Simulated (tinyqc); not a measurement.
## One level from two frequencies

Inverse problem. A single interface trap level in an MOS capacitor has the conductance Gp/w = Cit w tau/(1 + w^2 tau^2), w = 2 pi f. Find tau and Cit.

Gp/w at f = 40000 and 3e5 Hz (nF/cm^2): [157.69272, 138.85607]

Solution. w/(Gp/w) = 1/(Cit tau) + (tau/Cit) w^2 is linear in w^2; the two coefficients give tau and Cit.

tau = 1.579e-6 s
Cit = 459.9 nF/cm^2

Numbers from tinyqc (`OMP_NUM_THREADS=1 python tinyqc.py 2030072 2030073 out.jsonl`; about 0.01 s on one thread of a shared Intel Xeon 2.30GHz).
